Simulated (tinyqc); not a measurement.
From screening to the Mott criterion: hydrogenic impurity: series, fields, screening, photoionisation and donor-acceptor pairs. Computed by tinyqc, a small Python program. Command: `OMP_NUM_THREADS=1 python tinyqc.py 3000833 3000834 out.jsonl hydrogenic walk`. One thread of a shared host (Intel(R) Xeon(R) Processor @ 2.30GHz), about 0.01 s of CPU time with the checks.

One isotropic, parabolic band. Effective units: Ry* and a*, in which H = -nabla^2 - 2/r.

Inputs (values chosen for the exercise, modelled on silicon): electron mass m = 0.319 m_0; dielectric constant eps = 11.4; donor density N = 6.4e+17 cm^-3.

Parts treated: screening and pairs.

Constants: Ry = 13.605693123 eV; a_0 = 0.529177210903 angstrom; h x 1 THz = 4.135667696 meV.

Method:
- Ry* = Ry m/eps^2, a* = a_0 eps/m; level n is bound by Ry*/n^2; <r> = (3/2) a* in 1s; lines 1s -> np at Ry* (1 - 1/n^2); 1 THz = 4.135667696 meV.
- Thomas-Fermi screening by N free electrons of one valley, taken as a degenerate gas (the hypothesis that all donors are ionised): q a* = sqrt(4 k_F a*/pi), k_F = (3 pi^2 N)^(1/3).
- Screened potential -(2/r) exp(-q r). Basis exp(-zeta r), zeta_k = 0.02 x 1.6^k, k = 0..23: S = 2/s^3, T = zeta_i zeta_j S, V = -2/(s + q)^2 with s = zeta_i + zeta_j; overlap eigenvalues below 1e-11 are dropped.
- First order: 1 - 2 q a*. One exponent: the maximum over zeta of 8 zeta^3/(2 zeta + q)^2 - zeta^2 (golden section on 0.01 to 1.2).

a* = 18.9110 angstrom

Binding (Ry*):
```
N^(1/3) a*   N (cm^-3)     q a*  first order  one exponent    basis
0.0033      5.3137e+12  0.11401      0.77198       0.79016  0.79018
0.0098      1.3917e+14  0.19647      0.60705       0.65873  0.65888
0.0240      2.0440e+15  0.30747      0.38507       0.50509  0.50577
0.0490      1.7396e+16  0.43933      0.12134       0.35301  0.35516
0.0810      7.8579e+16  0.56485     -0.12970       0.23532  0.23998
0.1200      2.5550e+17  0.68752     -0.37503       0.14319  0.15143
0.1600      6.0564e+17  0.79387     -0.58775       0.08012  0.09234
```

The binding falls from 0.790 to 0.092 Ry*. First order, a constant shift of the potential, overshoots and turns negative from q a* = 0.5. One exponent loses the state at q a* = 1 (N^(1/3) a* = 0.254, the classic form of the Mott criterion); the full basis keeps it to 1.19. The dilute rows are formal, since there the electrons are bound or non-degenerate.

Extremes, crossings and ranges named in words are read from the listed rows.
